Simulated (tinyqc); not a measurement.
Harmonic transition-state theory with quantum, tunnelling and friction corrections: one step, computed by the program tinyqc. Command: `OMP_NUM_THREADS=1 python tinyqc.py 3022355 3022356 out.jsonl rates walk`. One thread of a shared host (Intel(R) Xeon(R) Processor @ 2.30GHz), about 0.05 s of CPU time with the checks.

One atom hops between equivalent sites; three modes at the minimum and two real modes at the saddle are treated as harmonic, the rest of the crystal as unchanged; melting is ignored, so hot rows may lie above the melting point.

Task: Quantum harmonic rate. Vineyard: nu* = product of minimum frequencies / product of real saddle frequencies; k_cl = nu* exp(-E_b/(k_B T)). Quantum harmonic: k_q = (k_B T/h) [prod 2 sinh(x_i/2) (minimum) / prod 2 sinh(x_j/2) (saddle)] exp(-E_b/(k_B T)), x = h nu/(k_B T). Zero-point correction to the barrier = (h/2)(sum of saddle frequencies - sum of minimum frequencies).

Inputs (values chosen for the exercise, modelled on a vacancy in silicon): barrier E_b = 0.424 eV; temperature T = 317 K.

Lattice of sites: three-dimensional.

frequencies at the minimum (THz): 7.33  9.74  11.5

real frequencies at the saddle (THz): 10.3  11.7

Constants: h x 1 THz = 4.135667696 meV; k_B = 8.617333262e-05 eV/K.

Give: x at the minimum; x at the saddle; zero-point correction; quantum harmonic rate k_q; ratio k_q/k_cl.

Result:

x at the minimum: 1.1097  1.4746  1.7411

x at the saddle: 1.5594  1.7713

zero-point correction = -13.586 meV

quantum harmonic rate k_q = 1.2829e+06 1/s

ratio k_q/k_cl = 1.0369

To second order in x the ratio is 1 + (sum x_i^2 - sum x_j^2)/24 = 1.0362.
